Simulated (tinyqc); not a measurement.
Leakage through a gate insulator: direct, Fowler-Nordheim, trap-assisted and Poole-Frenkel currents: one step, computed by the program tinyqc.

Electrons enter from the cathode Fermi level at x = 0; the conduction band of the insulator lies phi_b - e F x above it, F = V/t. WKB exponents use a parabolic band with mass m.

Problem. One trap at several depths. For a level a distance phi(x) below the band, the WKB exponent is 2 int kappa dx with kappa = sqrt(m phi/(hbar^2/2m_0)); for a linear barrier from phi_1 down to phi_2 = max(phi_1 - e F d, 0) it is G = (4/3) sqrt(m/(hbar^2/2m_0)) (phi_1^(3/2) - phi_2^(3/2))/(e F). A trap at depth x lies phi_t below the band. Capture: tunnel at the cathode Fermi level from 0 to x (G_in from phi_1 = phi_b), rate nu_0 exp(-G_in - E_c/k_B T) with E_c = E_a + max(phi_b - phi_t - e F x, 0), the last term being the height of the trap above the cathode Fermi level. Emission: tunnel from the trap level to the anode (G_out from phi_1 = phi_t over t - x), rate nu_0 exp(-G_out - E_a/k_B T). Re-emission to the cathode follows from detailed balance, rate_back = rate_in exp(dE/k_B T) with dE = phi_b - phi_t - e F x. Each trap passes R = rate_in rate_out/(rate_in + rate_back + rate_out) electrons per second; filling from the anode is left out. Depths: t times 0.08, 0.2, 0.32, 0.44, 0.56, 0.68, 0.8 and 0.92, rounded to 0.01 nm.

Inputs (values chosen for the exercise, with an insulator like Al2O3):
```
quantity                        value  unit
thickness t                       8.9    nm
barrier phi_b                     2.1    eV
tunnelling mass m                0.36   m_0
voltage across the insulator V    2.9     V
trap depth phi_t                  1.8    eV
attempt rate nu_0               9e+13   1/s
activation of capture E_a        0.12    eV
temperature T                     300     K
```

Constants: k_B = 8.617333262e-05 eV/K; hbar^2/(2 m_0) = 3.80998212 eV angstrom^2.

Give: Rates.

Solution.

Rates:
```
x (nm)   G_in  G_out  E_c (eV)  rate in (1/s)  rate back (1/s)  rate out (1/s)    R (1/s)
0.71     6.15  30.38    0.1887      1.303e+08        1.855e+09       5.575e-02  3.660e-03
1.78    14.71  30.38    0.1200      3.559e+05        7.040e+00       5.575e-02  5.575e-02
2.85    22.33  30.38    0.1200      1.736e+02        4.772e-09       5.575e-02  5.573e-02
3.92    28.89  29.44    0.1200      2.459e-01        9.391e-18       1.426e-01  9.025e-02
4.98    34.13  25.62    0.1200      1.305e-03        7.860e-26       6.465e+00  1.305e-03
6.05    37.70  20.15    0.1200      3.685e-05        3.084e-33       1.547e+03  3.685e-05
7.12    38.28  13.43    0.1200      2.063e-05        2.398e-39       1.280e+06  2.063e-05
8.19    38.28   5.66    0.1200      2.063e-05        3.333e-45       3.010e+09  2.063e-05
```

The most effective of these traps sits at 3.92 nm, 44 % of the way; where rate back exceeds rate out, re-emission drains the trap, and elsewhere the slower forward step limits R; the best depth is near where rate in and rate out cross.
